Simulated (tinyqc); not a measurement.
Input admittance of a MOSFET at zero drain bias: distributed channel and distributed gate: one step of the calculation.

Source and drain grounded, strong inversion, w = 2 pi f, Cox = eps0 eox/tox. The channel is an RC line of resistance 1/(mu Cox Vo) per square fed from both ends, so one finger has the intrinsic admittance y = i w Cox L tanh(g)/g per width, g = (1/2) sqrt(i w tau), tau = L^2/(mu Vo). The vertical resistance rv/L is in series with y, the overlaps 2 i w Cov in parallel: y_t = 1/(1/y + rv/L) + 2 i w Cov. The gate strip is a line of Rsh/L per length loaded by y_t, so a finger has Y = y_t Wf tanh(k)/k, k = (Wf/sd) sqrt(y_t Rsh/L); the device has Nf Y.

Question. Admittance of the channel and stack per width. tau, g, c = Cox L, y and y_t as defined.

Parameters, values chosen for the exercise; values of the order met in silicon radio-frequency transistors: relative permittivity of the gate insulator (close to zirconium oxide) eox = 24.5; insulator thickness tox = 20 nm; channel length L = 0.13 um; channel mobility mu = 360 cm^2/(V s); gate overdrive Vo = 0.45 V; vertical resistivity of the gate stack rv = 0 ohm um^2; overlap and fringe capacitance on each side Cov = 0.35 fF/um; frequency f = 56 GHz.

Constants: eps0 = 8.8541878128e-14 F/cm where lengths are in cm. Results are converted to the units shown.

Find: tau; g; c; y; y_t.

Answer.

tau = 1.0432 ps
g = 0.21420+0.21420i
c = 1.4100 fF/um
y = 15.16+495.57i uS/um
y_t = 15.16+741.88i uS/um

w tau = 0.367, and Im y is 0.999 of w c.

tinyqc, about 0.01 s, one thread, Intel Xeon 2.30GHz (shared host): `OMP_NUM_THREADS=1 python tinyqc.py 2262144 2262145 out.jsonl`
